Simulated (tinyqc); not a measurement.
Worked calculation: empirical pseudopotential in a few plane waves. One step of it, computed by the program tinyqc.

Problem. Levels at G. Diagonalise the Hermitian matrix.

H(k) at G (eV):
```
                     +0+0+0               -1-1-1               -1-1+1               -1+1-1
+0+0+0             0.000000   2.376307+0.586861i  -2.376307+0.586861i  -2.376307+0.586861i
-1-1-1   2.376307-0.586861i            13.185366   0.000000-0.829947i   0.000000-0.829947i
-1-1+1  -2.376307-0.586861i   0.000000+0.829947i            13.185366             0.421776
-1+1-1  -2.376307-0.586861i   0.000000+0.829947i             0.421776            13.185366
-1+1+1  -2.376307+0.586861i            -0.421776   0.000000+0.829947i   0.000000+0.829947i
+1-1-1  -2.376307-0.586861i   0.000000+0.829947i             0.421776             0.421776
+1-1+1  -2.376307+0.586861i            -0.421776   0.000000+0.829947i             0.000000
+1+1-1  -2.376307+0.586861i            -0.421776             0.000000   0.000000+0.829947i
+1+1+1   2.376307+0.586861i             0.000000            -0.421776            -0.421776
-2+0+0   0.000000-0.829947i  -2.376307+0.586861i  -2.376307-0.586861i  -2.376307-0.586861i
+0-2+0   0.000000-0.829947i  -2.376307+0.586861i  -2.376307-0.586861i   0.577241-0.182793i
+0+0-2   0.000000-0.829947i  -2.376307+0.586861i   0.577241-0.182793i  -2.376307-0.586861i
+0+0+2   0.000000+0.829947i  -0.577241-0.182793i   2.376307+0.586861i  -0.577241+0.182793i
+0+2+0   0.000000+0.829947i  -0.577241-0.182793i  -0.577241+0.182793i   2.376307+0.586861i
+2+0+0   0.000000+0.829947i  -0.577241-0.182793i  -0.577241+0.182793i  -0.577241+0.182793i

                     -1+1+1               +1-1-1               +1-1+1               +1+1-1
+0+0+0  -2.376307-0.586861i  -2.376307+0.586861i  -2.376307-0.586861i  -2.376307-0.586861i
-1-1-1            -0.421776   0.000000-0.829947i            -0.421776            -0.421776
-1-1+1   0.000000-0.829947i             0.421776   0.000000-0.829947i             0.000000
-1+1-1   0.000000-0.829947i             0.421776             0.000000   0.000000-0.829947i
-1+1+1            13.185366             0.000000             0.421776             0.421776
+1-1-1             0.000000            13.185366   0.000000-0.829947i   0.000000-0.829947i
+1-1+1             0.421776   0.000000+0.829947i            13.185366             0.421776
+1+1-1             0.421776   0.000000+0.829947i             0.421776            13.185366
+1+1+1   0.000000+0.829947i            -0.421776   0.000000+0.829947i   0.000000+0.829947i
-2+0+0   2.376307-0.586861i   0.577241-0.182793i  -0.577241-0.182793i  -0.577241-0.182793i
+0-2+0  -0.577241-0.182793i  -2.376307-0.586861i   2.376307-0.586861i  -0.577241-0.182793i
+0+0-2  -0.577241-0.182793i  -2.376307-0.586861i  -0.577241-0.182793i   2.376307-0.586861i
+0+0+2  -2.376307+0.586861i  -0.577241+0.182793i  -2.376307+0.586861i   0.577241+0.182793i
+0+2+0  -2.376307+0.586861i  -0.577241+0.182793i   0.577241+0.182793i  -2.376307+0.586861i
+2+0+0   0.577241+0.182793i   2.376307+0.586861i  -2.376307+0.586861i  -2.376307+0.586861i

                     +1+1+1               -2+0+0               +0-2+0               +0+0-2
+0+0+0   2.376307-0.586861i   0.000000+0.829947i   0.000000+0.829947i   0.000000+0.829947i
-1-1-1             0.000000  -2.376307-0.586861i  -2.376307-0.586861i  -2.376307-0.586861i
-1-1+1            -0.421776  -2.376307+0.586861i  -2.376307+0.586861i   0.577241+0.182793i
-1+1-1            -0.421776  -2.376307+0.586861i   0.577241+0.182793i  -2.376307+0.586861i
-1+1+1   0.000000-0.829947i   2.376307+0.586861i  -0.577241+0.182793i  -0.577241+0.182793i
+1-1-1            -0.421776   0.577241+0.182793i  -2.376307+0.586861i  -2.376307+0.586861i
+1-1+1   0.000000-0.829947i  -0.577241+0.182793i   2.376307+0.586861i  -0.577241+0.182793i
+1+1-1   0.000000-0.829947i  -0.577241+0.182793i  -0.577241+0.182793i   2.376307+0.586861i
+1+1+1            13.185366  -0.577241-0.182793i  -0.577241-0.182793i  -0.577241-0.182793i
-2+0+0  -0.577241+0.182793i            17.580488             0.421776             0.421776
+0-2+0  -0.577241+0.182793i             0.421776            17.580488             0.421776
+0+0-2  -0.577241+0.182793i             0.421776             0.421776            17.580488
+0+0+2  -2.376307-0.586861i            -0.421776            -0.421776             0.000000
+0+2+0  -2.376307-0.586861i            -0.421776             0.000000            -0.421776
+2+0+0  -2.376307-0.586861i             0.000000            -0.421776            -0.421776

                     +0+0+2               +0+2+0               +2+0+0
+0+0+0   0.000000-0.829947i   0.000000-0.829947i   0.000000-0.829947i
-1-1-1  -0.577241+0.182793i  -0.577241+0.182793i  -0.577241+0.182793i
-1-1+1   2.376307-0.586861i  -0.577241-0.182793i  -0.577241-0.182793i
-1+1-1  -0.577241-0.182793i   2.376307-0.586861i  -0.577241-0.182793i
-1+1+1  -2.376307-0.586861i  -2.376307-0.586861i   0.577241-0.182793i
+1-1-1  -0.577241-0.182793i  -0.577241-0.182793i   2.376307-0.586861i
+1-1+1  -2.376307-0.586861i   0.577241-0.182793i  -2.376307-0.586861i
+1+1-1   0.577241-0.182793i  -2.376307-0.586861i  -2.376307-0.586861i
+1+1+1  -2.376307+0.586861i  -2.376307+0.586861i  -2.376307+0.586861i
-2+0+0            -0.421776            -0.421776             0.000000
+0-2+0            -0.421776             0.000000            -0.421776
+0+0-2             0.000000            -0.421776            -0.421776
+0+0+2            17.580488             0.421776             0.421776
+0+2+0             0.421776            17.580488             0.421776
+2+0+0             0.421776             0.421776            17.580488
```

Give: eigenvalues.

Solution.

eigenvalues (eV): -3.6597  8.4888  8.4888  8.4888  10.3515  13.0627  13.0627  13.0627  16.7369  16.7369  17.8593  21.5562  21.5562  21.5562  23.6179
